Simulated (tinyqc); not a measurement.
sp3s* tight binding: one step. Phase sums. Four cases, with inputs chosen for the exercise.

Task: Form g0 to g3 at this k.

sp3s* tight binding, nearest neighbours only: anion (a) at 0, cation (c) at a/4 (1,1,1), orbitals s, px, py, pz, s* on each; k in units of 2 pi/a. With phases e_j = exp(i (pi/2) k.n_j) for n = (1,1,1), (1,-1,-1), (-1,1,-1), (-1,-1,1): g0 = (e1+e2+e3+e4)/4, g1 = (e1+e2-e3-e4)/4, g2 = (e1-e2+e3-e4)/4, g3 = (e1-e2-e3+e4)/4. The diagonal holds the levels Esa, Epa, Exa (s*) and Esc, Epc, Exc. Anion-cation block: <sa|sc> = Vss g0; <sa|xc> = Vsapc g1; <xa|sc> = -Vscpa g1; <xa|xc> = Vxx g0; <xa|yc> = <ya|xc> = Vxy g3, <xa|zc> = <za|xc> = Vxy g2, <ya|zc> = <za|yc> = Vxy g1; <s*a|xc> = Vxapc g1; <xa|s*c> = -Vpaxc g1; y and z take g2 and g3 in place of g1; s-s* and s*-s* vanish.

Give: g0, g1, g2, g3.

Case 1.

Values chosen (out of a larger set: near a published set for InP, fitted to gaps, whose masses and valley positions are rough; spin-orbit coupling, where it is added without a refit, lifts the valence top and shrinks all gaps by about a third of the splitting; not measured data): k = (0.42, 0.43, 0.11) 2 pi/a (wave vector).

Result:

g0, g1, g2, g3: 0.60748-0.06589i  -0.08494+0.47121i  -0.08224+0.48668i  -0.37751+0.10602i

Case 2.

Values chosen (out of a larger set: near a published set for Ge, fitted to gaps, whose masses and valley positions are rough; spin-orbit coupling, where it is added without a refit, lifts the valence top and shrinks all gaps by about a third of the splitting; not measured data): k = (0.62, 0, 0) 2 pi/a (wave vector).

Result:

g0, g1, g2, g3: 0.56208  0.82708i  0.00000  0.00000

Case 3.

Values chosen (out of a larger set: near a published set for SiC, fitted to gaps, whose masses and valley positions are rough; not measured data): k = (0.53, 0.39, 0.14) 2 pi/a (wave vector).

Result:

g0, g1, g2, g3: 0.53736-0.09277i  -0.08442+0.59056i  -0.13200+0.37767i  -0.41505+0.12012i

Case 4.

Values chosen (out of a larger set: near a published set for Ge, fitted to gaps, whose masses and valley positions are rough; not measured data): k = (0.1, 0, 0) 2 pi/a (wave vector).

Result:

g0, g1, g2, g3: 0.98769  0.15643i  0.00000  0.00000

Computed by tinyqc, one run a case: `OMP_NUM_THREADS=1 python tinyqc.py N N+1 out.jsonl` with N = 1481102, 1481166, 1481334, 1481448; one thread of a shared Intel(R) Xeon(R) Processor @ 2.30GHz, about 0.2 s a run at most.
